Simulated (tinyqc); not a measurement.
Formation energy of a charged point defect from supercell energies: one step, computed by the program tinyqc. Command: `OMP_NUM_THREADS=1 python tinyqc.py 3015347 3015348 out.jsonl formation walk`. One thread of a shared host (Intel(R) Xeon(R) Processor @ 2.30GHz), about 0.01 s of CPU time with the checks.

The host is a compound AB. Making the defect adds n_A = -1, n_B = 0 atoms to the cell. All total energies are inputs. E_F is counted from the valence-band maximum (VBM); x = 0 is A-rich and x = 1 B-rich growth.

Problem. Formation energies at E_F = 0. E_f(q, E_F) = [E(defect, q) - E(host)] - sum n_i mu_i + q (E_VBM + dV + E_F) + E_corr(q).

Inputs (values chosen for the exercise, with gap and screening modelled on CdS): E_VBM of the host cell = 2.66 eV; potential alignment dV = 0.066 eV.

Defect: vacancy of A. Supercell lattice: bcc.

charge states q: 2  1  0

E(defect, q) - E(host), in the order of q (eV): -1.498  2.759  7.456

sum n_i mu_i = 3.981 eV

E_corr (eV): (q=+2) 0.5211677, (q=+1) 0.1302919, (q=0) 0.0000000

Give: E_f(q, 0).

Solution.

E_f(q, 0) (eV): (q=+2) 0.494, (q=+1) 1.634, (q=0) 3.475
